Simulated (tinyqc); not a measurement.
What each integral does: Slater-Koster d bands of a bcc metal.

Inputs chosen for the exercise (of the size met in W; the results hold for these values, not for the real material): dds = -1.344 eV (dd sigma); ddp = 0.833 eV (dd pi); ddd = -0.134 eV (dd delta); f2 = 0.487 (factor on all three integrals for second neighbours).

Levels at Gamma, E(t2g) = (8/3) dds + (16/9) ddp + (32/9) ddd + f2 (4 ddp + 2 ddd), E(eg) = (16/3) ddp + (8/3) ddd + f2 (3 dds + 3 ddd), and W = sqrt(12 mu2), the width of a rectangular band with the same second moment mu2 = z (dds^2 + 2 ddp^2 + 2 ddd^2)/5, z = 8 + 6 f2^2.

Results for these values:
```
case  t2g (eV)  eg (eV)  W (eV)
base   -1.0874   1.9260  8.5468
```

What happens to each result for ddd = -0.1541 eV, all else kept?

Answer: t2g falls from -1.0874 to -1.1784; eg falls from 1.9260 to 1.8430; W rises from 8.5468 to 8.5621.

The same for each parameter in turn:
```
case              t2g (eV)  eg (eV)  W (eV)
base               -1.0874   1.9260  8.5468
dds = -1.5456 eV   -1.6250   1.6314  9.2856
ddp = 0.9579 eV    -0.6220   2.5921  9.1195
ddd = -0.1541 eV   -1.1784   1.8430  8.5621
f2 = 0.56          -0.8637   1.6023  8.7523
```

The ratio of the shifts of t2g and eg names the integral: it is the ratio of the coefficients in the two formulas.

(tinyqc, `OMP_NUM_THREADS=1 python tinyqc.py 1450287 1450288 out.jsonl`, Intel(R) Xeon(R) Processor @ 2.30GHz, 1 thread, shared host, about 0.05 s.)
